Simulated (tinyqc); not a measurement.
Worked calculation: phonon-assisted absorption at an indirect gap. Values are carried at full precision from step to step, so a last printed digit may differ when a step is redone from the rounded ones.

alpha(E) = sum_j A_j [N_j (E - Eg + w_j)^2 + (N_j + 1)(E - Eg - w_j)^2], each bracket counted only where its base is positive; N_j = 1/(exp(w_j/kB T) - 1). The first term absorbs a phonon and the second emits one; excitons and direct transitions are left out.

Constants: kB = 8.617333262e-05 eV/K.

Values chosen for the exercise (loosely those of SiC at room temperature; Eg is not tied to T; shifted at random, so the results belong to these values and not to a real crystal): Eg = 3.289 eV (indirect gap, held fixed unless listed); w = (72.1, 45.8) meV (two zone-edge phonons); A = (3400, 360) 1/(cm eV^2) (their strengths); T = 200 K; E = 3.531 eV (photon energy); nr = 2.75 (refractive index); d = 5.6 micrometre (thickness); xj = 0.2 micrometre (dead layer at the surface); W = 0.81 micrometre (depleted width); L = 3.3 micrometre (minority diffusion length below it).

## The four branches at one energy

Evaluate the occupations and each term.

N_j: 0.01548  0.07542

terms with phonon absorption (1/cm): 5.193  2.249

terms with phonon emission (1/cm): 99.66  14.90

alpha = 122.0 1/cm
wavelength hc/E (hc = 1239.841984 eV nm) = 351.1 nm

Phonon absorption supplies 6.1 % of alpha; the depth 1/alpha is 82 micrometre.

## What a slab does with it

Slab of thickness d in air, incoherent passes: R = ((nr - 1)/(nr + 1))^2, x = exp(-alpha d); transmitted Tr = (1 - R)^2 x/(1 - R^2 x^2), reflected Rt = R + (1 - R)^2 R x^2/(1 - R^2 x^2), absorbed Ab = (1 - R)(1 - x)/(1 - R x).

d in cm is 1e-4 times the value in micrometres.

R = 0.2178
x = 0.9340
Tr = 0.5961
Rt = 0.3390
Ab = 0.0649

A single pass would absorb (1 - R)(1 - x) = 0.0517; the back face adds 0.0132.

## Quantum efficiency of a diode

Photodiode (Gaertner form with a dead layer): QE = (1 - R) exp(-alpha xj) [1 - exp(-alpha W)/(1 + alpha L)], R = ((nr - 1)/(nr + 1))^2; responsivity = QE/E in A/W for E in eV.

Evaluate the factors; 1 micrometre = 1e-4 cm.

passes the dead layer = 0.9976
collected share = 0.0482
QE = 0.0376
responsivity = 0.0106 A/W

Without diffusion from below the collected share would be 0.0098.

## Checks

- Tr + Rt + Ab against 1: both 1.000000.

Program tinyqc; command `OMP_NUM_THREADS=1 python tinyqc.py 1650314 1650315 out.jsonl`; about 0.01 s on one thread of a shared Intel(R) Xeon(R) Processor @ 2.30GHz.
